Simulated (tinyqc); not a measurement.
From results back to parameters: three-band tight binding of a dichalcogenide monolayer. Four cases, with inputs chosen for the exercise.

Problem. In the three-band model the dz2 level is e1 + 6 t0 at Gamma and e1 - 3 t0 at K; without spin-orbit coupling the other levels are e2 + 3 s at Gamma (twofold) and e2 - 3s/2 -/+ 3 sqrt3 t12 at K, s = t11 + t22, t12 > 0. The levels below come from hidden values.

Case 1.

dz2 levels (eV): Gamma -0.3970, K 1.1060

other levels (eV): Gamma 3.33900, K lower 0.03853, K upper 2.55347

Case 2.

dz2 levels (eV): Gamma -0.0520, K 1.6040

other levels (eV): Gamma 2.93200, K lower -0.11098, K upper 3.46398

Case 3.

dz2 levels (eV): Gamma -0.2020, K 1.4810

other levels (eV): Gamma 3.08500, K lower -0.01006, K upper 3.06606

Case 4.

dz2 levels (eV): Gamma -0.1130, K 1.7500

other levels (eV): Gamma 2.99100, K lower -0.04832, K upper 3.94232

Find: e1, t0, e2, t11 + t22, t12.

Solution. The dz2 levels differ by 9 t0. The level at Gamma lies 9s/2 above the mean of the two at K, whose splitting is 6 sqrt3 t12. t1, t2 and t11 - t22 need masses or other points.

Case 1.

e1, t0, e2, t11 + t22, t12 (eV): 0.605  -0.167  1.977  0.454  0.242

Case 2.

e1, t0, e2, t11 + t22, t12 (eV): 1.052  -0.184  2.095  0.279  0.344

Case 3.

e1, t0, e2, t11 + t22, t12 (eV): 0.920  -0.187  2.047  0.346  0.296

Case 4.

e1, t0, e2, t11 + t22, t12 (eV): 1.129  -0.207  2.295  0.232  0.384

Computed by tinyqc, one run a case: `OMP_NUM_THREADS=1 python tinyqc.py N N+1 out.jsonl` with N = 1452388, 1452446, 1452538, 1452604; one thread of a shared Intel(R) Xeon(R) Processor @ 2.30GHz, about 0.03 s a run at most.
